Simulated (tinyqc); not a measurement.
Comparisons within one model: Fermi-Dirac statistics of conduction electrons. A value that a table varies takes the place of the one given here.

Non-parabolic band E (1 + alpha E) = c k^2/m: n = Nc (2/sqrt(pi)) integral_0^infinity sqrt(x (1 + a x)) (1 + 2 a x) dx/(1 + exp(x - eta)) with a = alpha kT and eta = (EF - Ec)/kT; a = 0 gives n = Nc F_1/2(eta).

Constants: hbar^2/2m0 = 3.80998211 eV angstrom^2; kB = 8.617333262e-05 eV/K.

Values chosen for the exercise (near those of Ge, lowest valleys alone; the results hold for these values, not for the real material): m = 0.5548 m0 (density-of-states mass of the conduction band); T = 200 K; alpha = 0.63 1/eV (non-parabolicity); m1 = 0.0822 m0 (mass of one isotropic band with spin); L = 100 angstrom (confinement length used to compare densities); n = 3e+18 1/cm^3 (electron density).

## Parabolic against non-parabolic filling

N = 2 (m kB T/(4 pi c))^(3/2) with c = hbar^2/2m0, in 1/angstrom^3; times 1e24 for 1/cm^3. k_F = (3 pi^2 n)^(1/3) and the energy E0 that solves E (1 + alpha E) = c k_F^2/m give the limit of zero temperature.

EF - Ec (meV):

| n (1/cm^3) | parabolic | non-parabolic | non-parabolic, 0 K |
|---|---|---|---|
| 6.0e+17 | -38.0 | -38.7 | 4.7 |
| 2.0e+18 | -15.7 | -16.6 | 10.4 |
| 8.0e+18 | 14.5 | 13.2 | 25.9 |
| 3.0e+19 | 59.1 | 55.9 | 61.1 |
| 8.0e+19 | 120.0 | 111.0 | 113.9 |
| 3.0e+20 | 293.7 | 252.4 | 253.9 |

Non-parabolicity lowers EF by 0.7 meV at the lowest density and by 41.4 meV at the highest, where alpha (EF - Ec) = 0.16. Temperature lowers EF below its 0 K value by 43.4 meV at the lowest density and by 1.6 meV at the highest. EF enters the band between 2e+18 and 8e+18 1/cm^3. In Ge the Gamma and Delta valleys, 0.14 and 0.18 eV up, would start to fill in the rows with EF above about 100 meV.

## Dimension (statistics of electrons in three, two and one dimensions)

One band edge at E = 0, lambda = sqrt(4 pi c/(m1 kT)) with c = hbar^2/2m0. Densities with spin: n3 = (2/lambda^3) F_1/2(eta), n2 = (2/lambda^2) F_0(eta) with F_0 = ln(1 + exp(eta)), n1 = (2/lambda) F_-1/2(eta). F_j(eta) = (1/Gamma(j + 1)) integral_0^infinity x^j dx/(1 + exp(x - eta)), which tends to exp(eta) for eta << 0.

The last two columns turn the sheet and line densities into volume densities, n2/L and n1/L^2, over n3.

Densities:

| eta | n3 (1/cm^3) | n2 (1/cm^2) | n1 (1/cm) | (n2/L)/n3 | (n1/L^2)/n3 |
|---|---|---|---|---|---|
| -4 | 5.86e+15 | 1.07e+10 | 1.97e+04 | 1.83 | 3.36 |
| -2 | 4.16e+16 | 7.51e+10 | 1.35e+05 | 1.80 | 3.23 |
| -1 | 1.06e+17 | 1.85e+11 | 3.20e+05 | 1.76 | 3.03 |
| 0 | 2.46e+17 | 4.10e+11 | 6.58e+05 | 1.67 | 2.67 |
| 1 | 5.07e+17 | 7.77e+11 | 1.12e+06 | 1.53 | 2.20 |
| 2 | 9.09e+17 | 1.26e+12 | 1.59e+06 | 1.38 | 1.75 |
| 4 | 2.10e+18 | 2.38e+12 | 2.38e+06 | 1.13 | 1.13 |
| 8 | 5.59e+18 | 4.73e+12 | 3.45e+06 | 0.847 | 0.617 |

lambda = 183.8 angstrom

Far below the edge all three follow exp(eta), and the ratios tend to lambda/L = 1.838 and its square. From eta = 4 to 8 the densities grow by 2.67, 1.99 and 1.45, near the powers 2^(3/2), 2 and 2^(1/2) that the densities of states E^(1/2), E^0 and E^(-1/2) give. One subband serves while EF stays several kT below the second, 8.0 kT up for hard walls; rows with a larger eta, if any, overfill it.

## What moves the Fermi level

N = 2 (m kB T/(4 pi c))^(3/2) with c = hbar^2/2m0, in 1/angstrom^3; times 1e24 for 1/cm^3. Each row changes one parameter from the base and keeps the others.

Results:

| case | parabolic EF - Ec (meV) | non-parabolic EF - Ec (meV) |
|---|---|---|
| base | -7.68 | -8.57 |
| m = 0.4993 m0 | -4.41 | -5.34 |
| T = 250 K | -17.95 | -19.24 |
| n = 1.5e+18 1/cm^3 | -21.23 | -22.02 |
| alpha = 0.945 1/eV | -7.68 | -9.00 |

The largest shifts from the base row, up to three for each result and ties (the steps differ in size, so this ranks the rows, not the parameters). parabolic EF - Ec (meV): n -13.55, T -10.27, m +3.27; unchanged at the printed digits by alpha. non-parabolic EF - Ec (meV): n -13.45, T -10.67, m +3.24.

Run: tinyqc, `OMP_NUM_THREADS=1 python tinyqc.py 1651372 1651373 out.jsonl`; Intel(R) Xeon(R) Processor @ 2.30GHz, one thread, shared host; about 0.01 s of CPU time with all checks.
